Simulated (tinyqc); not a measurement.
Five-frequency model of solute diffusion by vacancies in an fcc metal: one step, computed by the program tinyqc. Command: `OMP_NUM_THREADS=1 python tinyqc.py 3030792 3030793 out.jsonl fivefreq walk`. One thread of a shared host (Intel(R) Xeon(R) Processor @ 2.30GHz), about 0.08 s of CPU time with the checks.

A vacancy next to the solute exchanges with it (w2), jumps to one of 4 sites that also neighbour the solute (w1) or to one of 7 that do not (w3); w4 is the reverse of w3 and w0 the host jump.

Problem. Correlation factor. Manning: with y = w4/w0, 7F = 7 - (10 y^4 + 180.5 y^3 + 927 y^2 + 1341 y)/(2 y^4 + 40.2 y^3 + 254 y^2 + 597 y + 436); f2 = (2 w1 + 7F w3)/(2 w2 + 2 w1 + 7F w3). The mean cosine between successive solute jumps follows from f2 = (1 + c)/(1 - c).

Inputs (values chosen for the exercise, for a model solute in a host close to silver): temperature T = 684 K.

rates (1/s): w0 7.610335e+07, w1 1.401701e+08, w2 8529416, w3 2.893492e+07, w4 7.267092e+08

Give: y = w4/w0; 7F; correlation factor f2; mean cosine c.

Solution.

y = w4/w0 = 9.549

7F = 2.828

correlation factor f2 = 0.9550

mean cosine c = -0.02301

The vacancy moves on by other jumps before it exchanges again, so solute jumps are nearly random.
